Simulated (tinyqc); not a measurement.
Crystallisation kinetics and data retention of a phase-change cell: one step of the calculation.

Johnson-Mehl-Avrami-Kolmogorov law X = 1 - exp(-y^n), y = integral of k dt, k = (1/100 s) exp[-(Ec q/kB)(1/T - 1/T1)].

Problem. Retention. At fixed T the state fails at t = (-ln(1 - Xf))^(1/n)/k; ten years are 3.15576e8 s.

Inputs (values chosen for the exercise); values of the order of Ge-Sb-Te and related chalcogenides:
- Ec = 2.45 eV (activation energy of crystallisation)
- T1 = 414 K (temperature at which the rate k is 1/(100 s))
- n = 4 (Avrami exponent)
- Xf = 0.4 (crystalline share at which the state is lost)
- T = 364 K (storage temperature)

Constants: q = 1.602176634e-19 C, kB = 1.380649e-23 J/K. Results are converted to the units shown.

Find: k; y at failure; time to fail; the same in years; temperature for ten years.

Solution.

k = 8.002e-7 1/s
y at failure = 0.8454
time to fail = 1.057e6 s
the same in years = 0.03348
temperature for ten years = 339.2 K

The cell misses ten years at 364 K.

Range of the model: One Arrhenius rate is assumed; incubation, growth from the boundary and the non-Arrhenius kinetics of the supercooled liquid are left out.

Program tinyqc, `OMP_NUM_THREADS=1 python tinyqc.py 2490139 2490140 out.jsonl`; Intel Xeon 2.30GHz, shared host, one thread, about 0.04 s.
